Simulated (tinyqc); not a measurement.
# Trap density from one capacitance

Question. Traps spread evenly through the insulator exchange electrons with the semiconductor by tunnelling, with tau(x) = t0 exp(2 ka x) at depth x from the interface. The admittance per area Y seen at depth x obeys dY/dx = -Y^2/(i w eps0 eox) + q Nb ln(1 + i w tau)/tau, with Y(0) = i w Cs and w = 2 pi f; the gate sees Y(tox) = G + i w C. Working variable y = Y/(i w), in uF/cm^2. Cox = eps0 eox/tox. Find Nb and G/w.

Inputs (values chosen for the exercise):
```
symbol,value,unit,meaning
eox,19.4,,relative permittivity of the insulator
tox,7.6,nm,insulator thickness
Cs,0.55,uF/cm^2,semiconductor capacitance in accumulation
ka,3.8,1/nm,decay constant of the wave function in the insulator
t0,1e-10,s,time constant of a trap at the interface
f,1e5,Hz,frequency
```

Constants: q = 1.602176634e-19 C, eps0 = 8.8541878128e-14 F/cm where lengths are in cm. Results are converted to the units shown.

C = 1.1723272 uF/cm^2

Answer. C rises steadily with Nb, so one density matches; in practice ka and t0 must come from the frequency dependence.

Nb = 7.200e19 cm^-3 eV^-1
G/w = 0.07993 uF/cm^2

Numbers from tinyqc (`OMP_NUM_THREADS=1 python tinyqc.py 2202227 2202228 out.jsonl`; about 0.5 s on one thread of a shared Intel Xeon 2.30GHz).
